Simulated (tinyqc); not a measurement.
Thickness, silicon consumed, volume change, sheet resistance: thermodynamics of metal silicides: hull, first phase, silicon consumed, nucleation and stability against SiO2. Computed by tinyqc, a small Python program. Command: `OMP_NUM_THREADS=1 python tinyqc.py 3000626 3000627 out.jsonl silphase walk`. One thread of a shared host (Intel(R) Xeon(R) Processor @ 2.30GHz), about 0.01 s of CPU time with the checks.

Entropies of formation of the solids are neglected, so heats stand for free energies. Si fractions: M2Si 0.3333, MSi 0.5000, MSi2 0.6667.

Inputs (values chosen for the exercise, for a model metal): molar volume of M = 9.09 cm^3/mol; molar volume of Si = 12.06 cm^3/mol; metal thickness t = 6.3 nm.

Phases: M2Si, MSi, MSi2.

volumes of the three phases per mole of M (cm^3/mol): 13.1  18.1  27.9

resistivities of the three phases (microohm cm): 27  13  29

Method. Per phase M_a Si_b, for ample silicon (not limited to t_Si): silicide thickness = t V/V_M; silicon consumed = t (b/a) V_Si/V_M; net volume change = V/(V_M + (b/a) V_Si) - 1; the top surface lies (silicide thickness - silicon consumed) above the old interface; sheet resistance = resistivity/thickness.

Films:

| phase | thickness (nm) | Si consumed (nm) | volume change (%) | top above old interface (nm) | sheet resistance (ohm) |
|---|---|---|---|---|---|
| M2Si | 9.079 | 4.179 | -13.360 | 4.9000 | 29.738 |
| MSi | 12.545 | 8.358 | -14.421 | 4.1861 | 10.363 |
| MSi2 | 19.337 | 16.717 | -15.989 | 2.6198 | 14.997 |

silicon consumed by MSi = 8.3584 nm

sheet resistance of MSi = 10.363 ohm

For a given sheet resistance the silicon consumed goes as resistivity x (b/a)/V: M2Si 1.03, MSi 0.718, MSi2 2.08. It is least for MSi, which matters on shallow junctions and thin silicon. All three reactions shrink the total volume.

Extremes, crossings and ranges named in words are read from the listed rows.
